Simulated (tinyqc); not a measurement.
Inside a calculation: valence-band anticrossing with a localised impurity level. Values are carried at full precision from step to step, so a last printed digit may differ when a step is redone from the rounded ones.

Host valence band EM(k) = al x - c k^2/mM, c = hbar^2/2m0, coupled to a flat level EI by V = C sqrt(x): H = [[EM, V], [V, EI]], E+/- = (EM + EI)/2 +/- sqrt((EM - EI)^2/4 + V^2). The host weight of a state at E is f = 1/(1 + V^2/(E - EI)^2), and its mass at k = 0 is mM/f. The gap is Eg - E+(0), the conduction edge staying at Eg.

Constants: hbar^2/2m0 = 3.80998211 eV angstrom^2.

Values chosen for the exercise (host near GaAs; shifted at random, so the results belong to these values and not to a real crystal):
- Eg = 1.491 eV (gap at Gamma to the s-like level)
- mM = 0.56 m0 (mass of the host band)
- EI = -0.248 eV (impurity level, from the valence top of the host)
- C = 1.33 eV (coupling)
- al = 0.43 eV (linear shift of the host edge)
- x = 0.0044 (impurity fraction)
- k = 0.097 1/angstrom (wave vector)

## The two levels at k = 0

Give EM, V, both levels, their host weights, the gap and the mass of the band at the gap.

EM(0) = 0.0019 eV
V = 0.0882 eV

E-, E+ (eV): -0.2760  0.0299

host weights: 0.0916  0.9084

gap = 1.4611 eV
mass of E+ = 0.6164 m0

The gap is 30 meV below that of the host, 68 meV per 1 % of impurity. V/|EM - EI| = 0.35; second-order perturbation theory would shift the host level by V^2/(EM - EI) = +31 meV, the exact shift is +28 meV.

## The levels at one k

Fill in the matrix and give levels and weights.

H (eV):
```
             host  impurity
host      -0.0621    0.0882
impurity   0.0882   -0.2480
```

E-, E+ (eV): -0.2832  -0.0269

host weights: 0.1374  0.8626

## Dispersion

Seven points from k = 0 to 0.3 1/angstrom.

Levels (eV):
```
k (1/angstrom)       EM       E-       E+  host weight of E+
0.000            0.0019  -0.2760   0.0299              0.908
0.050           -0.0151  -0.2776   0.0145              0.899
0.100           -0.0661  -0.2838  -0.0304              0.859
0.150           -0.1512  -0.3002  -0.0990              0.741
0.200           -0.2702  -0.3480  -0.1702              0.437
0.250           -0.4233  -0.4600  -0.2113              0.148
0.300           -0.6104  -0.6308  -0.2277              0.050
```

E+ flattens towards EI = -0.248 eV, which it cannot cross: its width is bounded by 0.278 eV, of which 93 % is used up at the last point. The unmixed host band crosses EI at k = 0.1916 1/angstrom, where the splitting is smallest, 2V = 0.176 eV.

## Checks

- Closed form against diagonalisation: they agree to 1e-10 or better.
- Mass mM/f against the curvature of the band: both 0.6164.

Program tinyqc; command `OMP_NUM_THREADS=1 python tinyqc.py 1081294 1081295 out.jsonl`; about 0.01 s on one thread of a shared Intel(R) Xeon(R) Processor @ 2.30GHz.
